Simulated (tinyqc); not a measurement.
Fully depleted semiconductor-on-insulator film with two gates, non-linear Poisson equation by Newton steps: one step of the calculation.

One dimension across the film, front interface at x = 0, back interface at x = ts. psi is counted from the intrinsic level, n = ni exp(psi/Vt) (source grounded), holes neglected, acceptors ionised. Gates act through Cox = eps0 eox/tox and Cbox = 3.9 eps0/tb with potentials G1 = Vg - (phiM - chi - Vt ln(Nc/ni)) and G2 = Vb - (phiB - chi - Vt ln(Nc/ni)). Classical Boltzmann densities, no interface charge, no depletion in the back plane.

Task. Newton step. Solve a d_(i-1) + b_i d_i + a d_(i+1) = -F_i for all nodes. Each component d is damped to sign(d) Vt ln(1 + |d|/Vt) before it is added.

Values chosen for this exercise:
- T = 300 K (temperature)

Constants: q = 1.602176634e-19 C, kB = 1.380649e-23 J/K, Vt = kB T/q. Results are converted to the units shown.

a = 7.3874335 uF/cm^2

```
node  diagonal b (F/cm^2)  residual F (C/cm^2)  psi after iteration 2 (V)
0           -8.1722428e-6         4.7051417e-7                 0.18107823
1           -1.4774879e-5        -2.7503271e-9                 0.18071095
2           -1.4774879e-5        -2.7463702e-9                 0.18037017
3           -1.4774879e-5        -2.7426742e-9                 0.18005641
4           -1.4774879e-5        -2.7392576e-9                 0.17977018
5           -1.4774879e-5        -2.7361380e-9                 0.17951194
6           -1.4774879e-5        -2.7333317e-9                 0.17928212
7           -7.4783112e-6         2.9714811e-8                 0.17908108
```

Wanted: Newton step d, before damping; psi after iteration 3.

Result.

```
node  Newton step d, before damping (V)  psi after iteration 3 (V)
0                               0.55504                    0.26153
1                               0.55031                    0.26096
2                               0.54596                    0.26042
3                               0.54198                    0.25992
4                               0.53837                    0.25947
5                               0.53513                    0.25907
6                               0.53227                    0.25870
7                               0.52977                    0.25839
```

tinyqc, about 0.4 s, one thread, Intel Xeon 2.30GHz (shared host): `OMP_NUM_THREADS=1 python tinyqc.py 2190162 2190163 out.jsonl`
